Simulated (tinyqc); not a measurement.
Equilibrium and kinetic segregation of a solute to boundaries and growing surfaces: one step, computed by the program tinyqc. Command: `OMP_NUM_THREADS=1 python tinyqc.py 3028980 3028981 out.jsonl segreg walk`. One thread of a shared host (Intel(R) Xeon(R) Processor @ 2.30GHz), about 0.01 s of CPU time with the checks.

Question. Boundary energy. Gibbs adsorption for this isotherm in a dilute matrix: gamma = gamma_0 + Gam_0 [k_B T ln(1 - theta) + z w theta^2/2], Gam_0 = delta/Omega sites per area.

Inputs (values chosen for the exercise, modelled on a solute in a copper line):

| quantity | value | unit |
|---|---|---|
| interaction z w (positive attracts) | -0.4 | eV |
| temperature T | 900 | K |
| boundary thickness delta | 0.79 | nm |
| atomic volume Omega | 11.81 | angstrom^3 |
| clean boundary energy gamma_0 | 0.71 | J/m^2 |

Isotherm: Fowler-Guggenheim.

coverage theta = 0.07799630

Constants: 1 eV/angstrom^2 = 16.02176634 J/m^2; k_B = 8.617333262e-05 eV/K.

Give: Gam_0; boundary energy gamma.

Answer.

Gam_0 = 66.892 1/nm^2

boundary energy gamma = 0.62946 J/m^2

Segregation lowers gamma by 11 %, and the driving force of grain growth with it.
